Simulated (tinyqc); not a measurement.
Inputs raised by 5 %, one at a time: Heisenberg magnet: exchange from energy differences, ordering vector, linear spin waves and ordering temperature. Computed by tinyqc, a small Python program. Command: `OMP_NUM_THREADS=1 python tinyqc.py 3029503 3029504 out.jsonl magnon sens`. One thread of a shared host (Intel(R) Xeon(R) Processor @ 2.30GHz), about 0.7 s of CPU time with the checks.

H = -sum over pairs <ij> J_ij S_i.S_j - K sum_i (S_i^z)^2, each pair once, J > 0 ferromagnetic. First neighbours: 6 at a (1, 0, 0), second: 12 at a (1, 1, 0), with all permutations and signs.

Inputs (values chosen for the exercise, for a model magnet):
```
quantity                 value      unit
exchange J1               2.57       meV
exchange J2              -0.15       meV
spin S                     1.5         -
single-ion anisotropy K   0.18       meV
lattice constant a        5.35  angstrom
mesh divisions n            20         -
```

Lattice: simple cubic. Order: ferromagnetic.

wave vector q (2 pi/a): 0.42  0.24  0.4

Constants: h x 1 THz = 4.135667696 meV; k_B = 8.617333262e-05 eV/K.

Method:
- J(q) = J1 g1(q) + J2 g2(q), g_s(q) = sum over shell s of cos(q.R).
- g_s(q) = sum over shell s of cos(q.R), z1 = g1(0). E(q) = S [J(0) - J(q)] + (2S - 1) K, J(q) = J1 g1 + J2 g2. The factor 2S - 1 removes the anisotropy for S = 1/2.
- sum R_x^2 over the shells is s1 = 2 a^2 and s2 = 8 a^2. E = gap + D q^2 with D = (S/2)(J1 s1 + J2 s2) and gap = (2S - 1) K.
- Mesh: q = sum_i (m_i + 1/2)/n b_i, m_i = 0..n-1, b = [[1, 0, 0], [0, 1, 0], [0, 0, 1]] in 2 pi/a; <..> is the mean over the mesh.
- K left out. Mean field: k_B T = S (S + 1) J(Q)/3 at the ordering vector Q; random-phase (Tyablikov): k_B T = [S (S + 1)/3] / <1/(J(Q) - J(q))>; Curie-Weiss theta = S (S + 1) J(0)/(3 k_B).

Runs:
```
input moved                     from       to  E(q) (meV)  stiffness D (meV angstrom^2)  gap (meV)  mean-field ordering temperature (K)
base run                           -        -       33.84                         84.58      0.360                                197.6
exchange J1 (meV)               2.57   2.6985       35.62                         90.10      0.360                                208.8
exchange J2 (meV)              -0.15  -0.1575       33.73                         83.29      0.360                                196.3
spin S                           1.5    1.575       35.54                         88.81      0.387                                213.7
single-ion anisotropy K (meV)   0.18    0.189       33.86                         84.58      0.378                                197.6
lattice constant a (angstrom)   5.35   5.6175       33.84                         93.25      0.360                                197.6
```

Exponents ln(y'/y) / ln(x'/x):
```
input                      E(q)  stiffness D    gap  mean-field ordering temperature
exchange J1               1.052        1.295  0.000                            1.129
exchange J2              -0.065       -0.315  0.000                           -0.136
spin S                    1.005        1.000  1.482                            1.606
single-ion anisotropy K   0.011        0.000  1.000                            0.000
lattice constant a        0.000        2.000  0.000                            0.000
```

Among the inputs moved here: E(q) answers most in size to exchange J1 (exponent +1.052), next to spin S (+1.005); its exponent is below 0.0005 for lattice constant a. Stiffness D answers most in size to lattice constant a (exponent +2.000), next to exchange J1 (+1.295); its exponent is below 0.0005 for single-ion anisotropy K. Its exponent +1.000 in spin S: linear spin waves scale with S. Its exponent +2.000 in lattice constant a: D carries R^2. gap answers most in size to spin S (exponent +1.482), next to single-ion anisotropy K (+1.000); its exponent is below 0.0005 for exchange J1, exchange J2, lattice constant a. Its exponent +1.000 in single-ion anisotropy K: the gap of a ferromagnet is proportional to K. mean-field ordering temperature answers most in size to spin S (exponent +1.606), next to exchange J1 (+1.129); its exponent is below 0.0005 for single-ion anisotropy K, lattice constant a.
